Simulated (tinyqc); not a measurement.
Interdiffusion of a quantum well during annealing: blurred potential and shift of the confined levels: one step, computed by the program tinyqc.

A square well of width w is blurred by Fick diffusion with a constant coefficient; band offsets are linear in composition, masses are uniform, and strain and excitons are ignored.

Question. Diffusion length. D = D0 exp(-E/(k_B T)); L = sqrt(D t); share of well material at the centre erf(w/(4L)); 1 nm = 1e-7 cm. Temperatures in kelvin are T(C) + 273.15.

Inputs (values chosen for the exercise, modelled on InGaAs in GaAs):

| quantity | value | unit |
|---|---|---|
| well width w | 8.5 | nm |
| prefactor D0 | 74 | cm^2/s |
| activation energy E | 3.48 | eV |
| anneal temperature T | 780 | C |
| anneal time t | 21 | s |

Constants: k_B = 8.617333262e-05 eV/K.

Give: diffusivity D; diffusion length L; ratio L/w; share at the centre.

Answer.

diffusivity D = 1.644e-15 cm^2/s

diffusion length L = 1.858 nm

ratio L/w = 0.2186

share at the centre = 0.8942
